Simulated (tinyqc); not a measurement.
Debye-Callaway model of lattice thermal conductivity: one step, computed by the program tinyqc. Command: `OMP_NUM_THREADS=1 python tinyqc.py 3018893 3018894 out.jsonl callaway walk`. One thread of a shared host (Intel(R) Xeon(R) Processor @ 2.30GHz), about 0.01 s of CPU time with the checks.

Three acoustic branches with one velocity v, cut at omega_D = k_B Theta/hbar; x = hbar omega/(k_B T). v and Theta are separate inputs: Theta cuts off the heat-carrying modes, so C need not reach 3 k_B/V. gamma is an effective value that sets the umklapp rate.

Question. The integrand on a coarse grid. Rates: point defects A omega^4; umklapp B omega^2 T exp(-Theta/(b T)) with B = hbar gamma^2/(M v^2 Theta). Boundaries: v/L. x runs in ten equal steps to min(Theta/T, 12); g = x^4 e^x/(e^x - 1)^2; tau_C is the inverse of all rates summed; the last column is c tau_C g with c = (k_B/(2 pi^2 v)) (k_B T/hbar)^3.

Inputs (values chosen for the exercise, modelled on magnesium oxide):
```
quantity,value,unit
sound velocity v,6800,m/s
Debye temperature Theta,748,K
mean atomic mass M,20.15,u
effective Grueneisen parameter gamma,3.45,-
umklapp exponent divisor b,3,-
Casimir length L,4500,micrometre
temperature T,150,K
```

Sample: crystal. Point defects: isotopes. Normal processes: left out.

Rayleigh coefficient A = 9.691570e-46 s^3

Constants: k_B = 1.380649e-23 J/K; hbar = 1.054571817e-34 J s; u = 1.6605390666e-27 kg.

Give: Integrand.

Answer.

Integrand:
```
x,g,tau_C (s),c tau_C g (W/(m K))
0.499,0.244,3.367e-10,63.88
0.997,0.916,8.344e-11,59.55
1.496,1.863,3.655e-11,53.05
1.995,2.886,2.014e-11,45.28
2.493,3.795,1.257e-11,37.15
2.992,4.458,8.467e-12,29.40
3.491,4.814,6.008e-12,22.53
3.989,4.867,4.426e-12,16.78
4.488,4.666,3.353e-12,12.19
4.987,4.281,2.597e-12,8.66
```

The integrand is largest at the lowest frequency shown, whose long lifetime outweighs its small heat capacity.
